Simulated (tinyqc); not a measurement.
Inside a calculation. Method: Hueckel theory of the pi electrons, for the molecule O=Cc1ccc[nH]1 (SMILES; centres numbered as the heavy atoms are written). One step of it, computed by the program tinyqc.

Problem. Orbitals. Diagonalise; E = alpha + x beta with beta < 0, so the largest x are filled first; degenerate levels share their electrons. P = sum n_i c_ri c_si; each orbital has its largest coefficient positive (the first on a tie).

Hueckel matrix in units of beta (H = alpha + beta A):
```
,1O,2C,3C,4C,5C,6C,7N
1O,0.890000,1.000000,0.000000,0.000000,0.000000,0.000000,0.000000
2C,1.000000,0.000000,1.000000,0.000000,0.000000,0.000000,0.000000
3C,0.000000,1.000000,0.000000,1.000000,0.000000,0.000000,0.750000
4C,0.000000,0.000000,1.000000,0.000000,1.000000,0.000000,0.000000
5C,0.000000,0.000000,0.000000,1.000000,0.000000,1.000000,0.000000
6C,0.000000,0.000000,0.000000,0.000000,1.000000,0.000000,0.750000
7N,0.000000,0.000000,0.750000,0.000000,0.000000,0.750000,1.370000
```

pi electrons, sum of z_r less the charge = 8

Give: x values; occupations; coefficients; charge and bond-order matrix P.

Solution.

x values: 2.3157  1.6313  1.1537  0.6849  -0.4292  -1.3061  -1.7903

occupations: 2.0000  2.0000  2.0000  2.0000  0.0000  0.0000  0.0000

coefficients:
```
,MO1,MO2,MO3,MO4,MO5,MO6,MO7
1O,0.2007,0.6979,0.0966,-0.4738,-0.4273,0.1857,0.1475
2C,0.2862,0.5173,0.0255,0.0972,0.5637,-0.4077,-0.3954
3C,0.4620,0.1460,-0.0672,0.5403,0.1854,0.3469,0.5604
4C,0.3186,-0.0176,-0.5488,0.2874,-0.4465,0.1442,-0.5425
5C,0.2757,-0.1748,-0.5659,-0.3435,0.0062,-0.5352,0.4107
6C,0.3199,-0.2675,-0.1042,-0.5227,0.4439,0.5549,-0.1929
7N,0.6201,-0.3487,0.5943,-0.0193,-0.2623,-0.2527,-0.0872
```

charge and bond-order matrix P:
```
,1O,2C,3C,4C,5C,6C,7N
1O,1.5223,0.7498,-0.1357,-0.2751,0.0829,0.2302,-0.1046
2C,0.7498,0.7192,0.5171,0.1920,-0.1186,-0.2005,0.0207
3C,-0.1357,0.5171,1.0625,0.6736,-0.0914,-0.3333,0.3704
4C,-0.2751,0.1920,0.6736,0.9711,0.6055,0.0271,-0.2560
5C,0.0829,-0.1186,-0.0914,0.6055,1.0896,0.7468,-0.1956
6C,0.2302,-0.2005,-0.3333,0.0271,0.7468,0.9158,0.4797
7N,-0.1046,0.0207,0.3704,-0.2560,-0.1956,0.4797,1.7194
```
